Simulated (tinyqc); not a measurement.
Equilibrium and kinetic segregation of a solute to boundaries and growing surfaces. Changing the anneal time t. Computed by tinyqc, a small Python program. Command: `OMP_NUM_THREADS=1 python tinyqc.py 3024136 3024137 out.jsonl segreg sweep`. One thread of a shared host (Intel(R) Xeon(R) Processor @ 2.30GHz), about 0.01 s of CPU time with the checks.

Inputs (values chosen for the exercise, modelled on arsenic in polycrystalline silicon):

| quantity | value | unit |
|---|---|---|
| segregation energy Q | 0.432 | eV |
| total solute fraction x0 | 0.00041 | - |
| temperature T | 900 | K |
| boundary thickness delta | 0.55 | nm |
| bulk diffusivity D | 2.7e-20 | m^2/s |

Isotherm: Langmuir-McLean.

Constants: k_B = 8.617333262e-05 eV/K.

Method:
- With theta the solute fraction on boundary sites and x that in the grains, theta/(1 - theta) = [x/(1 - x)] exp[Q/(k_B T)].
- The coverage theta_inf is that for x = x0.
- McLean kinetics from a uniform start, fed from both sides, with a constant enrichment beta = theta_inf/x0: (theta - x0)/(theta_inf - x0) = 1 - exp(s^2) erfc(s), s = 2 sqrt(D t)/(beta delta); half filling at s = 0.7691, t = (0.7691 beta delta/2)^2/D. D is an input and does not follow T.

One run for each value:

| anneal time t (s) | degree of filling | s |
|---|---|---|
| 0.57 | 0.0021 | 0.0019 |
| 2.4 | 0.0044 | 0.0039 |
| 9.8 | 0.0088 | 0.0079 |
| 41 | 0.0180 | 0.0161 |
| 170 | 0.0360 | 0.0329 |
| 710 | 0.0715 | 0.0672 |
| 2900 | 0.1365 | 0.1357 |
| 12000 | 0.2487 | 0.2761 |
| 51000 | 0.4181 | 0.5692 |

Over the rows, degree of filling rises from 0.00214 to 0.418 (exponent d ln y / d ln x 0.50 between the first rows and 0.36 between the last); s rises from 0.00190 to 0.569 (exponent d ln y / d ln x about 0.50 throughout). At the low end the exponent of degree of filling is 0.50, close to 0.50: early filling goes as sqrt(D t).
